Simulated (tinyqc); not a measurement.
One share for all, or one for each: linear model of a band gap against the share of exact exchange.

E(alpha) = E0 + S alpha. A wider gap screens less, modelled in the Penn form eps(alpha) = 1 + (e0 - 1)(EP/(EP + S alpha))^2 with a scale EP chosen for the exercise. A dielectric-dependent hybrid takes alpha = 1/eps.

Errors of the gap (eV) against each target; e0, EP, S and the gaps are values chosen for the exercise.

Results:
```
case        E0 (eV)  S (eV)     e0  EP (eV)  target Et (eV)  alpha needed  error, alpha = 0  error, 0.25  error, self-consistent
like AlN       4.17    7.80   4.83     20.8            6.21         0.262             -2.04        -0.09                   -0.20
like TiO2      1.97    8.55   8.10     12.8            3.34         0.160             -1.37         0.77                   -0.13
like GaAs      0.50    5.86  12.10      9.8            1.52         0.174             -1.02         0.45                   -0.49
like GaN       1.83    6.81   5.99     20.9            3.51         0.247             -1.68         0.02                   -0.43
like SiO2      5.80   10.25   2.39     30.8            9.14         0.326             -3.34        -0.78                    1.72
like Ge        0.08    5.33  17.76      8.5            0.74         0.124             -0.66         0.67                   -0.34
like Al2O3     6.10    9.87   3.44     24.7            8.82         0.276             -2.72        -0.25                    0.70
```

Mean absolute errors: 1.83, 0.43 and 0.57 eV for alpha = 0, 0.25 and the self-consistent value. A fixed quarter overshoots for TiO2, GaAs, GaN and Ge and falls short for AlN, SiO2 and Al2O3; the alpha needed runs between 0.124 and 0.326 and its correlation with 1/e0 over these cases is 0.93.

(tinyqc, `OMP_NUM_THREADS=1 python tinyqc.py 1850466 1850467 out.jsonl`, Intel(R) Xeon(R) Processor @ 2.30GHz, 1 thread, shared host, about 0.01 s.)
